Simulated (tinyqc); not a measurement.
Periodic multilayer mirror for extreme ultraviolet light: one step. Coefficients of one period. Two cases, with inputs chosen for the exercise.

Task: Form q, the three interface coefficients and the two phase factors.

s polarisation, vacuum above. q_j = sqrt(N_j^2 - sin^2 theta); interface r_jk = (q_j - q_k)/(q_j + q_k) exp(-2 (2 pi/lam)^2 q_j q_k sg^2) (Nevot-Croce; sg = 0 if not given); phase factor of a layer x_j = exp(4 pi i q_j d_j/lam). Each period has the spacer (thickness (1 - Gm) L) on top of the absorber (Gm L). In this recursion R is the amplitude; R in tables and results is the reflectance, its squared modulus. The substrate is of the spacer material. Starting with R = 0 in it, each interface upward gives R -> (r + R x)/(1 + r R x), x that of the layer below the interface (1 for the substrate).

Give: q; r; x.

Case 1.

Values chosen (optical constants near those of Mo and Si at 13.5 nm; not measured data): lam = 13.5 nm (wavelength); dA = (0.0789, 0.00659) (delta and beta of the absorber, N = 1 - delta + i beta); dS = (0.001, 0.00184) (delta and beta of the spacer and the substrate); L = 6.96 nm (period); Gm = 0.37 (absorber share of the period); theta = 0 degrees (angle from the normal); sg = 0.5 nm (interface roughness).

Result:

q: spacer 0.99900+0.00184i, absorber 0.92110+0.00659i

r: vacuum/spacer 0.00045-0.00083i, spacer/absorber 0.03671-0.00243i, absorber/spacer -0.03671+0.00243i

x: spacer -0.58867-0.79910i, absorber -0.58560+0.79118i

One interface reflects only 0.00135. The round-trip phase of a period is +0.1 degrees from a full turn and its amplitude 0.9770.

Case 2.

Values chosen (optical constants near those of Mo and Si at 13.5 nm; not measured data): lam = 13.5 nm (wavelength); dA = (0.0763, 0.0061) (delta and beta of the absorber, N = 1 - delta + i beta); dS = (0.0012, 0.00188) (delta and beta of the spacer and the substrate); L = 6.95 nm (period); Gm = 0.36 (absorber share of the period); theta = 0 degrees (angle from the normal); sg = 0 nm (interface roughness).

Result:

q: spacer 0.99880+0.00188i, absorber 0.92370+0.00610i

r: vacuum/spacer 0.00060-0.00094i, spacer/absorber 0.03905-0.00236i, absorber/spacer -0.03905+0.00236i

x: spacer -0.54126-0.83162i, absorber -0.54068+0.82441i

One interface reflects only 0.00153. The round-trip phase of a period is +0.2 degrees from a full turn and its amplitude 0.9782.

Computed by tinyqc, one run a case: `OMP_NUM_THREADS=1 python tinyqc.py N N+1 out.jsonl` with N = 1682009, 1682492; one thread of a shared Intel(R) Xeon(R) Processor @ 2.30GHz, about 0.01 s a run at most.
